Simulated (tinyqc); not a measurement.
How thick the regions must be: ionisation potential and affinity of a slab from the planar-averaged potential.

A model of the planar-averaged electrostatic energy of an electron in a periodic cell of N1 periods of A (L1 = N1 n1 h) and N2 periods of vacuum (L2 = N2 n2 h), on z_j = j h: V(z) = f VA + (1 - f) VB + F t(z), VA = V1[0] + V1[1] cos(2 pi z/(n1 h)) + V1[2] cos(4 pi z/(n1 h)), VB the same with V2, n2 and z - L1. f = [tanh(z/w) - tanh((z - L1)/w) + tanh((z - L1 - L2)/w)]/2 + 1/2; t(z) = z - L1/2 in A and (L1/L2)(L1 + L2/2 - z) beyond, so that the cell is periodic.

Running mean over n points, periodic: for odd n the plain mean of the n points centred on j; for even n the n + 1 points with half weight at both ends. The macroscopic average applies the mean over n1 points and then over n2 points.

Values chosen for the exercise (gap near that of Si; shifted at random, so the results belong to these values and not to a real crystal):

| symbol | value | unit | meaning |
|---|---|---|---|
| h | 0.35 | angstrom | grid step |
| n1 | 7 |  | grid points per period of A |
| n2 | 6 |  | grid points per period of the vacuum filter |
| V1 | (-7.13, 1.08, 0.53) | eV | mean and two harmonics of the potential in A |
| V2 | (0, 0, 0) | eV | the same in vacuum |
| w | 0.39 | angstrom | width of the interfaces |

N1 = N2 = N, no slope (F = 0); dV is read at j = floor(N n1/2) and N n1 + floor(N n2/2). The exact value is V2[0] - V1[0].

Results:

| N | L1 (angstrom) | dV (eV) | error (meV) |
|---|---|---|---|
| 1 | 2.45 | 3.3666 | -3763.37 |
| 2 | 4.90 | 6.9161 | -213.91 |
| 3 | 7.35 | 7.1286 | -1.42 |
| 4 | 9.80 | 7.1300 | -0.01 |
| 6 | 14.70 | 7.1300 | 0.00 |

Give the missing row, N = 5.

Computed row:
```
N  L1 (angstrom)  dV (eV)  error (meV)
5          12.25   7.1300         0.00
```

The error is below 10 meV from N = 3 on. The two windows together span 4.55 angstrom and must fit between the interface tails, which fall as exp(-2 z/w); the errors at N = 2, 3 and 4 are -213.91, -1.42 and -0.01 meV.

tinyqc: `OMP_NUM_THREADS=1 python tinyqc.py 1851166 1851167 out.jsonl`; about 0.01 s, one thread, shared Intel(R) Xeon(R) Processor @ 2.30GHz.
